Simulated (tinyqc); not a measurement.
# Short-channel transistor, virtual-source model with series resistance: effects of single changes

The current per gate width is the charge at the top of the source barrier (the virtual source) times its velocity times a saturation function; al and be are fitting constants of the model. Units: I in uA/um, Rs in ohm um, so I Rs = 1e-6 I Rs in volts; Q in uC/cm^2, so I = 1e-4 Q vx0 Fsat with vx0 in cm/s.

Values chosen for this exercise: temperature T = 293 K; inversion capacitance Cinv = 1.97 uF/cm^2; velocity at the virtual source vx0 = 3.56e7 cm/s; apparent mobility mu = 350 cm^2/(V s); channel length L = 25 nm; threshold at zero drain voltage VT0 = 0.412 V; drain-induced barrier lowering dl = 0.188 V/V; subthreshold factor n0 = 1.37; growth of n with drain voltage nd = 0.05 1/V; threshold shift (in units of Vt) from weak to strong inversion al = 3.5; sharpness of saturation be = 1.6; series resistance of each contact Rs = 120 ohm um.

Constants: q = 1.602176634e-19 C, kB = 1.380649e-23 J/K, Vt = kB T/q. Results are converted to the units shown.

Each table varies one quantity; the others keep the values above.

## Output curve

Intrinsic voltages Vg' = Vgs - I Rs, Vd' = Vds - 2 I Rs. n = n0 + nd Vd', VT = VT0 - dl Vd', Ff = 1/(1 + exp((Vg' - VT + al Vt/2)/(al Vt))), Q = Cinv n Vt ln(1 + exp((Vg' - VT + al Vt Ff)/(n Vt))), Vdsat = (vx0 L/mu)(1 - Ff) + Vt Ff, Fsat = u/(1 + u^be)^(1/be) with u = Vd'/Vdsat, and I = Q vx0 Fsat per width. I is solved self-consistently. gds = dI/dVds, gm = dI/dVgs.

In this table Vgs = 0.9 V.

Output curve:
```
Vds (V)  I (uA/um)     Fsat  gds (uS/um)  gain gm/gds
0.1          312.0  0.09763         3046      0.05486
0.2          607.5   0.2035         2856       0.1314
0.3          881.3   0.3146         2612       0.2435
0.4           1128   0.4260         2319       0.4102
0.5           1344   0.5310         1999       0.6539
0.6           1528   0.6235         1686       0.9898
0.7           1683   0.6999         1415        1.413
0.8           1813   0.7601         1202        1.890
0.9           1925   0.8063         1045        2.378
```

Read the table: what changes, and by how much?

The current rises from 312 to 1930 uA/um as Fsat rises from 0.0976 to 0.806; gds falls from 3050 to 1040 uS/um. The gain ends at 2.38, against 1/dl = 5.32 for a current that depends on Vds through barrier lowering alone.

## Effect of the threshold at zero drain voltage on the on and off currents

Same model as above.

Ion is I at Vgs = Vds = 0.9 V, Ioff at Vgs = 0, Vds = 0.9 V, and Rlin = Vds/I at Vgs = 0.9 V, Vds = 0.05 V.

Results:
```
VT0 (V)  Ion (uA/um)  Ioff (nA/um)  log10(Ion/Ioff)  Rlin (ohm um)
0.15            2496       2.361e5            1.024          289.7
0.2             2401       1.434e5            1.224          293.4
0.3             2190       3.189e4            1.837          302.5
0.35            2075       1.130e4            2.264          308.3
0.4             1955          3464            2.752          315.2
0.45            1829         968.6            3.276          323.6
0.5             1700         256.7            3.821          334.0
```

Estimate the missing row, VT0 = 0.25 V.

Computed row:
```
VT0 (V)  Ion (uA/um)  Ioff (nA/um)  log10(Ion/Ioff)  Rlin (ohm um)
0.25            2299       7.444e4            1.490          297.6
```

With this row back in the table: As VT0 goes from 0.15 to 0.5 V, Ion falls from 2500 to 1700 uA/um, Ioff falls from 2.36e5 to 257 nA/um and Rlin rises from 290 to 334 ohm um. Ion changes by a factor of 0.681 and Ioff by 0.00109. The off current depends on it through an exponential, the on current about linearly. For VT0 = 0.15 to 0.4 V the off current passes 1 uA/um, so the device is hardly off at Vgs = 0.

## Effect of the series resistance of each contact on the on and off currents

Same model as above.

Effect of the series resistance of each contact on the on and off currents:
```
Rs (ohm um)  Ion (uA/um)  Ioff (nA/um)  log10(Ion/Ioff)  Rlin (ohm um)
0                   4265          2596            3.216          76.06
25                  3407          2590            3.119          126.3
50                  2834          2584            3.040          176.6
100                 2119          2573            2.916          276.9
150                 1693          2561            2.820          377.2
200                 1411          2550            2.743          477.3
300                 1060          2528            2.623          677.5
400                850.2          2506            2.531          877.6
```

As Rs goes from 0 to 400 ohm um, Ion falls from 4260 to 850 uA/um, Ioff falls from 2600 to 2510 nA/um and Rlin rises from 76.1 to 878 ohm um. Ion changes by a factor of 0.199 and Ioff by 0.965. In every row the off current passes 1 uA/um, so the device is hardly off at Vgs = 0.

Program tinyqc, `OMP_NUM_THREADS=1 python tinyqc.py 2380167 2380168 out.jsonl`; Intel Xeon 2.30GHz, shared host, one thread, about 0.02 s.
